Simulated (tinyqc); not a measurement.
# Millisecond and nanosecond annealing: surface heating, thermal budget and solid-phase regrowth, step by step

A worked calculation. Computed by tinyqc, a small Python program that keeps every step. Command: `OMP_NUM_THREADS=1 python tinyqc.py 3029509 3029510 out.jsonl flash walk`. One thread of a shared host (Intel(R) Xeon(R) Processor @ 2.30GHz), about 0.02 s of CPU time with the checks. Intermediate numbers are printed to about 5 digits and carried at full precision; extremes and crossings named in words are read from the listed rows.

A square pulse heats the surface of a thick wafer with constant thermal properties; losses by radiation are neglected and silicon melts at 1414 C.

Inputs (values chosen for the exercise, modelled on hot silicon with arsenic):
```
quantity                    value        unit
incident fluence             12.3      J/cm^2
pulse length t_p            0.001           s
reflectance R                0.54           -
thermal conductivity k       0.24    W/(cm K)
heat capacity per volume c   2.11  J/(cm^3 K)
preheat temperature T0        800           C
wafer thickness d             775          um
dopant prefactor D0          10.5      cm^2/s
dopant activation energy E   3.99          eV
regrowth prefactor v0       4e+08        cm/s
regrowth energy E_v          2.73          eV
amorphous layer                39          nm
```

Source: flash lamp.

Constants: k_B = 8.617333262e-05 eV/K.

## Peak temperature

Absorbed flux q = (1 - R) fluence/t_p; kappa = k/c. With f(z, t) = (2 q/k) sqrt(kappa t) ierfc(z/(2 sqrt(kappa t))), ierfc(x) = exp(-x^2)/sqrt(pi) - x erfc(x): T = T0 + f(z, t) during the pulse and T0 + f(z, t) - f(z, t - t_p) after it. At the surface the rise at the end of the pulse is 2 q sqrt(t_p/(pi k c)); the fluence that just melts the surface scales with (1414 - T0).

absorbed flux q = 5658 W/cm^2

kappa = 0.11374 cm^2/s

thermal length sqrt(kappa t_p) = 106.65 um

peak temperature = 1083.7 C

fluence at the melting threshold = 26.620 J/cm^2

The heated layer is 14 % of the wafer thickness, so the cold bulk quenches the surface.

## Temperature in depth and time

The formulas are those given above.

Temperature (C):
```
t/t_p  surface  z = 0.5 thermal lengths   z = 1   z = 2
0.10     889.7                   814.89  800.99  800.00
0.25     941.9                   850.20  812.64  800.25
0.50    1000.6                   899.46  841.90  804.27
0.75    1045.7                   940.18  871.90  813.24
1.00    1083.7                   975.54  900.39  825.27
1.10    1007.8                   973.70  910.31  830.61
1.50     946.9                   936.67  910.50  849.31
2.00     917.5                   912.44  898.54  858.52
4.00     876.0                   874.66  870.73  856.97
10.00    846.0                   845.74  844.84  841.43
```

One tenth of a pulse length after the end the surface has lost 76 C: cooling starts as sqrt(t - t_p), much faster than heating ends.

## Thermal budget

Temperatures in kelvin are T(C) + 273.15. Integrate exp(-E/(k_B T(t))) at the surface from 0 to 10 t_p (Gauss-Legendre, 60 points in sqrt(t) up to t_p and 60 in sqrt(t - t_p) after it). (Dt) = D0 x integral with E; regrowth = v0 x integral with E_v; effective time = integral/exp(-E/(k_B T_peak)).

budget (Dt) = 4.7958e-18 cm^2

diffusion length 2 sqrt(Dt) = 0.043798 nm

effective time over t_p = 0.30181

possible regrowth = 153.96 nm

Only 30.2 % of the pulse counts at the peak; the estimate 2 k_B T_peak^2/(E (T_peak - T0)) gives 28.0 %. The amorphous layer of 39 nm regrows fully. Caution: equilibrium diffusivities are used; implant damage enhances diffusion, and k and c vary with temperature. Caution: at this preheat temperature the layer would already regrow within five seconds or less before the pulse. Caution: a diffusion length below the atomic spacing of 0.235 nm means about one jump per atom or fewer, so the profile does not change measurably.

## Same peak temperature, different pulse lengths

For each t_p the flux is set so that the peak temperature stays the same: q sqrt(t_p) is fixed.

Pulses:
```
t_p (s)   fluence (J/cm^2)  q (W/cm^2)  thermal length (um)  2 sqrt(Dt) (nm)  regrowth (nm)
1.00e-07        1.2300e-01  5.6580e+05           1.0665e+00       4.3798e-04     1.5396e-02
1.00e-06        3.8896e-01  1.7892e+05           3.3726e+00       1.3850e-03     1.5396e-01
1.00e-05        1.2300e+00  5.6580e+04           1.0665e+01       4.3798e-03     1.5396e+00
1.00e-04        3.8896e+00  1.7892e+04           3.3726e+01       1.3850e-02     1.5396e+01
3.00e-04        6.7370e+00  1.0330e+04           5.8415e+01       2.3989e-02     4.6188e+01
1.00e-03        1.2300e+01  5.6580e+03           1.0665e+02       4.3798e-02     1.5396e+02
3.00e-03        2.1304e+01  3.2666e+03           1.8472e+02       7.5861e-02     4.6188e+02
1.00e-02        3.8896e+01  1.7892e+03           3.3726e+02       1.3850e-01     1.5396e+03
```

Fluence and diffusion length grow as sqrt(t_p), regrowth as t_p. The layer of 39 nm regrows from t_p = 0.0003 s on among these rows, at a diffusion length of 0.024 nm. Caution: the shortest pulses need a source absorbed within their thermal length, and the longest also heat the back of the wafer, which the thick-wafer formula leaves out. Caution: seconds at the preheat temperature would regrow the layer before any pulse.

Checks made by the program: heat stored at the end of the pulse against the absorbed fluence (relative difference below 1e-10).
